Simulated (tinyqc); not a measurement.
Electron continuity equation in a given potential, Scharfetter-Gummel discretisation: two steps of the calculation.

Steady state in one dimension: J = q mu n E + q D dn/dx with E = -dpsi/dx and D = mu Vt, dJ/dx = 0, fixed densities nL and nR at the ends. The potential is given, psi = 0 for x < L/2 and U (2 x/L - 1) beyond, and is not changed by the electrons.

Inputs (values chosen for the exercise); mobility close to that of silicon at room temperature:

| symbol | value | unit | meaning |
|---|---|---|---|
| T | 250 | K | temperature |
| mu | 1370 | cm^2/(V s) | electron mobility |
| L | 6.1 | um | length of the region |
| nL | 6.5e13 | cm^-3 | density at x = 0 |
| nR | 1.1e15 | cm^-3 | density at x = L |

Constants: q = 1.602176634e-19 C, kB = 1.380649e-23 J/K, Vt = kB T/q. Results are converted to the units shown.

Task 1. Tridiagonal system for the inner nodes. Row i (1 to 7): B(-d_(i-1)) n_(i-1) + b_i n_i + B(d_i) n_(i+1) = f_i with b_i = -B(-d_i) - B(d_(i-1)) and f_i = 0; the known end values are moved to the right: f_1 loses B(-d_0) nL and f_7 loses B(d_7) nR. h = L/8, D = mu Vt.

| interval | B(d_i) | B(-d_i) |
|---|---|---|
| 0 | 1 | 1 |
| 1 | 1 | 1 |
| 2 | 1 | 1 |
| 3 | 1 | 1 |
| 4 | 1.5883276 | 0.57873450 |
| 5 | 1.5883276 | 0.57873450 |
| 6 | 1.5883276 | 0.57873450 |
| 7 | 1.5883276 | 0.57873450 |

Give: diagonal b; right side f.

Result 1.

| node | diagonal b | right side f (cm^-3) |
|---|---|---|
| 1 | -2.0000 | -6.5000e13 |
| 2 | -2.0000 | 0 |
| 3 | -2.0000 | 0 |
| 4 | -1.5787 | 0 |
| 5 | -2.1671 | 0 |
| 6 | -2.1671 | 0 |
| 7 | -2.1671 | -1.7472e15 |

Task 2. Densities and current. B(d) = d/(exp(d) - 1) with d_i = (psi_(i+1) - psi_i)/Vt; b and f are the diagonal and right side of the balance equations. Solve B(-d_(i-1)) n_(i-1) + b_i n_i + B(d_i) n_(i+1) = f_i (end values already in f), then J_i = (q D/h) [n_(i+1) B(d_i) - n_i B(-d_i)], h = L/8, D = mu Vt.

| interval | B(d_i) | B(-d_i) |
|---|---|---|
| 0 | 1 | 1 |
| 1 | 1 | 1 |
| 2 | 1 | 1 |
| 3 | 1 | 1 |
| 4 | 1.5883276 | 0.57873450 |
| 5 | 1.5883276 | 0.57873450 |
| 6 | 1.5883276 | 0.57873450 |
| 7 | 1.5883276 | 0.57873450 |

| node | diagonal b | right side f (cm^-3) |
|---|---|---|
| 1 | -2 | -6.5e13 |
| 2 | -2 | 0 |
| 3 | -2 | 0 |
| 4 | -1.5787345 | 0 |
| 5 | -2.1670621 | 0 |
| 6 | -2.1670621 | 0 |
| 7 | -2.1670621 | -1.7471603e15 |

Find: n; J.

Result 2.

| node | n (cm^-3) |
|---|---|
| 0 | 6.500e13 |
| 1 | 1.118e15 |
| 2 | 2.171e15 |
| 3 | 3.224e15 |
| 4 | 4.277e15 |
| 5 | 2.221e15 |
| 6 | 1.472e15 |
| 7 | 1.199e15 |
| 8 | 1.100e15 |

| interval | J (A/cm^2) |
|---|---|
| 0 | 65.30 |
| 1 | 65.30 |
| 2 | 65.30 |
| 3 | 65.30 |
| 4 | 65.30 |
| 5 | 65.30 |
| 6 | 65.30 |
| 7 | 65.30 |

Numbers from tinyqc (`OMP_NUM_THREADS=1 python tinyqc.py 2220118 2220119 out.jsonl`; about 0.01 s on one thread of a shared Intel Xeon 2.30GHz).
